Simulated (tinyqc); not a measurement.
Carrier lifetime of a p-type layer with SRH, radiative, Auger and surface recombination: lifetime against injection.

Uniform excess density dn = dp (no trapping), n = n0 + dn, p = p0 + dn, Boltzmann statistics, full ionisation. Surfaces enter as a rate 2 S dn/d, which holds while diffusion to them is fast.

ni = sqrt(Nc Nv) exp(-Eg/(2 Vt)), Eg in volts; majority density N/2 + sqrt(N^2/4 + ni^2), n0 p0 = ni^2; n1 = Nc exp(-Et/Vt), p1 = Nv exp((Et - Eg)/Vt); tn0 = 1/(sn vth Nt), tp0 = 1/(sp vth Nt). With e = n p - ni^2 = dn (n0 + p0 + dn): U_SRH = e/(tp0 (n + n1) + tn0 (p + p1)), U_rad = B e, U_Aug = (Cn n + Cp p) e, U_s = 2 S dn/d. Each tau is dn over its rate; tau = dn/U with U the sum.

Parameters, values chosen for the exercise; band and dielectric values close to those of silicon:
- T = 350 K (temperature)
- Eg = 1.13 eV (band gap)
- Nc = 3.55e19 cm^-3 (conduction-band density of states at T)
- Nv = 3.31e19 cm^-3 (valence-band density of states at T)
- B = 4.77e-15 cm^3/s (radiative coefficient)
- N = 1.5e16 cm^-3 (acceptor density)
- Cn = 2.3e-31 cm^6/s (Auger coefficient (two electrons))
- Cp = 2.7e-31 cm^6/s (Auger coefficient (two holes))
- Nt = 3e11 cm^-3 (trap density)
- sn = 4e-17 cm^2 (capture cross-section for electrons)
- sp = 8e-15 cm^2 (capture cross-section for holes)
- vth = 2.5e7 cm/s (thermal velocity (both carriers))
- Et = 0.85 eV (trap level below the conduction band)
- S = 0 cm/s (surface recombination velocity (both faces))
- d = 100 um (sample thickness)

Constants: q = 1.602176634e-19 C, kB = 1.380649e-23 J/K, Vt = kB T/q. Results are converted to the units shown.

Lifetime against injection:

| dn (cm^-3) | tau_SRH (s) | tau_rad (s) | tau_Aug (s) | tau (s) | radiative share (%) | largest path |
|---|---|---|---|---|---|---|
| 1e11 | 0.0040169 | 0.013976 | 0.016461 | 0.0026230 | 18.767 | SRH |
| 1e12 | 0.0040169 | 0.013975 | 0.016458 | 0.0026228 | 18.768 | SRH |
| 1e13 | 0.0040165 | 0.013967 | 0.016430 | 0.0026217 | 18.770 | SRH |
| 1e14 | 0.0040125 | 0.013884 | 0.016152 | 0.0026099 | 18.798 | SRH |
| 1e15 | 0.0039752 | 0.013103 | 0.013736 | 0.0024958 | 19.048 | SRH |
| 1e16 | 0.0037502 | 0.0083857 | 0.0044199 | 0.0016336 | 19.480 | SRH |
| 1e17 | 0.0034370 | 0.0018230 | 1.6088e-4 | 1.4174e-4 | 7.7751 | Auger |
| 1e18 | 0.0033599 | 2.0655e-4 | 1.9546e-6 | 1.9352e-6 | 0.93692 | Auger |
| 1e19 | 0.0033510 | 2.0933e-5 | 1.9954e-8 | 1.9935e-8 | 0.095231 | Auger |

SRH recombination leads at dn = 1e11, Auger from 1e17 on. The total lifetime falls from 0.00262 to 1.99e-8 s. tau_SRH goes from 0.00402 s (low-injection limit 0.00402 s) to 0.00335 s (high-injection limit tn0 + tp0 = 0.00335 s). Between the last two rows tau_rad goes as dn^(-0.99) and tau_Aug as dn^(-1.99); the radiative share goes from 18.8 through a maximum of 19.5 (at dn = 1e16 among the rows listed) to 0.0952 %. For dn = 1e19 the carriers are degenerate, where B and the Auger coefficients no longer stay constant.

Numbers from tinyqc (`OMP_NUM_THREADS=1 python tinyqc.py 2300144 2300145 out.jsonl`; about 0.01 s on one thread of a shared Intel Xeon 2.30GHz).
